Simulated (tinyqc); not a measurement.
Stretching all distances: RHF, UHF, MP2, CISD and CCSD against full CI in the 3-21g basis, for H2, spin multiplicity 1. Computed by the program tinyqc with PySCF. All coordinates are multiplied by the scale. c0^2 is the weight of the RHF determinant in the lowest singlet FCI state (UHF is spin-contaminated and may lie near states of higher spin) and n(LUMO) the first natural occupation beyond the occupied space.

Geometry (angstrom):
```
atom       x       y       z
H     0.0000  0.0000  0.0000
H     0.0000  0.0000  0.6800
```

Full CI energy (hartree) and errors against it (kcal/mol):
```
scale   distance 1-2 (angstrom)     E(FCI)      RHF      UHF      MP2    CISD    CCSD  <S^2> UHF    c0^2  n(LUMO)
0.9600                   0.6528  -1.140179  14.5393  14.5393   4.1802  0.0000  0.0000     0.0000  0.9882   0.0178
1.0900                   0.7412  -1.147828  15.6236  15.6236   4.7524  0.0000  0.0000     0.0000  0.9855   0.0240
1.2300                   0.8364  -1.143803  16.9800  16.9800   5.5224  0.0000  0.0000     0.0000  0.9816   0.0327
1.3600                   0.9248  -1.133958  18.4876  18.4876   6.4178  0.0000  0.0000     0.0000  0.9767   0.0431
1.4900                   1.0132  -1.121253  20.2855  20.2855   7.5129  0.0000  0.0000     0.0000  0.9704   0.0562
1.6200                   1.1016  -1.107438  22.4091  22.4091   8.8243  0.0000  0.0000     0.0000  0.9625   0.0724
1.7600                   1.1968  -1.092472  25.0896  25.0577  10.4915  0.0000  0.0000     0.0360  0.9518   0.0939
1.8900                   1.2852  -1.079101  27.9642  26.0735  12.2848  0.0000  0.0000     0.2577  0.9396   0.1181
2.0200                   1.3736  -1.066570  31.2230  25.2567  14.3185  0.0000  0.0000     0.4282  0.9252   0.1468
```

What does the comparison show, and why?

UHF parts from RHF first at scale 1.76 of those listed, where <S^2> leaves zero. The weight c0^2 goes from 0.99 to 0.93 and n(LUMO) from 0.02 to 0.15: static correlation grows as the bonds break into open-shell fragments. The spread of the error along the curve, which distorts its shape, is CISD 0.0, CCSD 0.0, MP2 10.1, UHF 11.5, RHF 16.7 kcal/mol. With two electrons CISD and CCSD are exact.
